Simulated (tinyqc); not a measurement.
Inside a calculation. Model: read current of a NAND string, cells in series solved by shooting.

Numbers from tinyqc (`OMP_NUM_THREADS=1 python tinyqc.py 2142042 2142043 out.jsonl`; about 0.3 s on one thread of a shared Intel Xeon 2.30GHz). Printed values are rounded.

Cells in series, numbered from 0 at the source line (0 V) to the bit line, each followed by a gap resistance Rg. A cell with gate Vg, threshold VT, source Vs and drain Vd passes I = 2 nf K Vt^2 [F(Vs) - F(Vd)]/(1 + th max(Vg - VT, 0)), F(V) = ln^2(1 + exp((Vg - VT - nf V)/(2 nf Vt))). The selected cell has Vg = Vr, the others Vg = Vp.

Inputs (values chosen for the exercise); values of the order met in vertical NAND strings:
- T = 358 K (temperature)
- K = 12 uA/V^2 (gain factor of a cell)
- nf = 1.6 (slope factor)
- th = 0.15 1/V (mobility reduction factor)
- Rg = 23 kohm (resistance of the gap between cells)
- Vbl = 0.3 V (bit-line voltage)
- Vp = 5.6 V (pass voltage)
- Vr = 3.02 V (read voltage on the selected word line)

Constants: q = 1.602176634e-19 C, kB = 1.380649e-23 J/K, Vt = kB T/q. Results are converted to the units shown.

## Step 1: node voltages for a trial current

first trial current = 0.29 uA
thresholds from the source end, cell 0 to 5 (V): 3.9  3.9  3.9  2.1  3.9  -1.2

For a trial current I start at 0 V and, cell by cell (the selected one is cell 3), solve for the drain: sqrt(F(Vd)) = sqrt(F(Vs) - I/k), k = 2 nf K Vt^2/(1 + th max(Vg - VT, 0)), Vd = [Vg - VT - 2 nf Vt ln(exp(sqrt F) - 1)]/nf, then add I Rg.

node voltage after each cell and gap, trial 1, cell 0 to 5 (V): 0.02466304  0.04976130  0.07532484  0.1176809  0.1446314  0.1587399

## Step 2: node voltages for a trial current

second trial current = 0.48 uA

As before.

node voltage after each cell and gap, trial 2, cell 0 to 5 (V): 0.04099158  0.08322214  0.1268431  0.2067204  0.2552438  0.2789454

## Course of the secant iteration

Secant steps on the end voltage less Vbl, from the two trials; a trial above the saturation current of a cell has no solution and is moved halfway to the previous trial. Stop below 1e-9 V.

Course of the iteration:
```
iteration     I (uA)  end voltage - Vbl (V)  halvings
1          0.5132795                2.08e-3         0
2          0.5102852               -3.25e-5         0
3          0.5103313               -5.07e-8         0
4          0.5103314               1.23e-12         0
```

Converged in 4 iterations to I = 0.51033 uA. The selected cell takes 25.1 % of the bit-line voltage and the gaps together 23.5 %.
